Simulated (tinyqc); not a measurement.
Minimum-mode following (dimer method) and harmonic rate on a two-dimensional model surface: one step, computed by the program tinyqc.

V(x, y) = -A (cos kx + cos ky) - B cos kx cos ky + (C sin ky + S sin kx)(1 - cos kx), k = 2 pi/a; the atom hops from the minimum at (0, 0) to that at (a, 0).

Question. Harmonic rate. Vineyard prefactor nu* = nu1 nu2 (minimum)/nu2 (saddle); k = nu* exp(-E_b/(k_B T)).

Inputs (values chosen for the exercise, for a model surface): temperature T = 300 K.

Surface: adatom on a square lattice.

frequencies at the minimum (THz): 0.7846000  0.7846000

frequencies at the saddle (the first is imaginary) (THz): 0.966366  1.011946

barrier from the start = 0.1751797 eV

Constants: k_B = 8.617333262e-05 eV/K.

Give: prefactor nu*; rate k.

Answer.

prefactor nu* = 0.6083 THz

rate k = 6.938e+08 1/s

The stable mode of the saddle is stiffer than either mode of the minimum, which lowers the prefactor below both frequencies.
